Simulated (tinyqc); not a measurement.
Inside a calculation. Method: Hubbard chain of 2 sites. Computed by tinyqc, a small Python program that keeps every step. Settings: hopping = 1.58, U = 4.6, mixing = 1, iteration cap = 65. Command: `OMP_NUM_THREADS=1 python tinyqc.py 30543 30544 out.jsonl` (the two numbers bound the seeds that draw the settings). One thread of a shared host (Intel(R) Xeon(R) Processor @ 2.60GHz), about 0.1 s of CPU time with the checks. Later iterations appear only in the table of the cycle.

## Mean-field iteration 1

one-body matrix (hopping and site energies) (eV), order 1, 2:
```
[[0.2500, -1.5800],
 [-1.5800, -0.6900]]
```

U = 4.6000 eV

electrons, up and down: [1, 1]

mixing = 1

n(up) at the start (a guess, not normalised): [0.8000, 0.2000]

n(down) at the start (a guess): [0.2000, 0.8000]

H(up) = T + U n(down), H(down) = T + U n(up); fill the lowest levels; n(new) = n + mixing (n(out) - n); E = tr T (rho up + rho down) + U sum n_up n_down of the output.

levels, up (eV): [0.2567, 3.9033]

levels, down (eV): [-0.3529, 4.5129]

energy = -1.5310 eV

n(up) after iteration 1: [0.7495, 0.2505]

n(down) after iteration 1: [0.1198, 0.8802]

## Mean-field iteration 2

As before.

levels, up (eV): [0.0472, 4.1128]

levels, down (eV): [-0.1814, 4.3414]

energy = -1.5478 eV

n(up) after iteration 2: [0.8146, 0.1854]

n(down) after iteration 2: [0.1423, 0.8577]

## Mean-field iteration 3

As before.

levels, up (eV): [0.1107, 4.0493]

levels, down (eV): [-0.4043, 4.5643]

energy = -1.5541 eV

n(up) after iteration 3: [0.7985, 0.2015]

n(down) after iteration 3: [0.1142, 0.8858]

## Convergence

Each step fills the lowest levels of T + U n(other spin) and sets n(new) = n + mixing (n(out) - n); stop when output and input agree to 1e-8.

Course of the cycle:
```
iteration     E (eV)  largest |n(out) - n(in)|  mean |n_up - n_down|
1          -1.530968                  8.02e-02                0.6298
2          -1.547841                  6.50e-02                0.6723
3          -1.554120                  2.81e-02                0.6843
4          -1.556062                  1.99e-02                0.6980
5          -1.556598                  7.67e-03                0.7014
6          -1.556737                  5.17e-03                0.7050
7          -1.556772                  1.92e-03                0.7059
8          -1.556781                  1.28e-03                0.7068
9          -1.556783                  4.69e-04                0.7070
10         -1.556783                  3.11e-04                0.7072
11         -1.556783                  1.14e-04                0.7073
...              ...                       ...                   ...
15         -1.556783                  6.71e-06                0.7073
16         -1.556783                  4.44e-06                0.7074
17         -1.556783                  1.63e-06                0.7074
18         -1.556783                  1.08e-06                0.7074
19         -1.556783                  3.95e-07                0.7074
20         -1.556783                  2.61e-07                0.7074
21         -1.556783                  9.58e-08                0.7074
22         -1.556783                  6.34e-08                0.7074
23         -1.556783                  2.32e-08                0.7074
24         -1.556783                  1.54e-08                0.7074
25         -1.556783                  5.64e-09                0.7074
```

local moments n_up - n_down: [0.7074, -0.7074]

Converged in 25 iterations. Before convergence this energy mixes input and output and is not variational, so it may rise towards its limit.

## The many-body Hamiltonian

Basis: all placements (u, d, 2, 0 on each site), up operators ordered before down ones; hops carry the sign of the same-spin electrons passed.

H (eV), order 20, ud, du, 02:
```
[[5.1000, -1.5800, -1.5800, 0.0000],
 [-1.5800, -0.4400, 0.0000, -1.5800],
 [-1.5800, 0.0000, -0.4400, -1.5800],
 [0.0000, -1.5800, -1.5800, 3.2200]]
```

## Exact diagonalisation (4 states)

Lowest levels of the sector, and the double occupancy of the lowest state.

lowest levels (eV): [-2.0780, -0.4400, 3.8291, 6.1289]

double occupancy per site = 0.1078

The mean-field solution above lies 0.5212 eV above the exact energy.
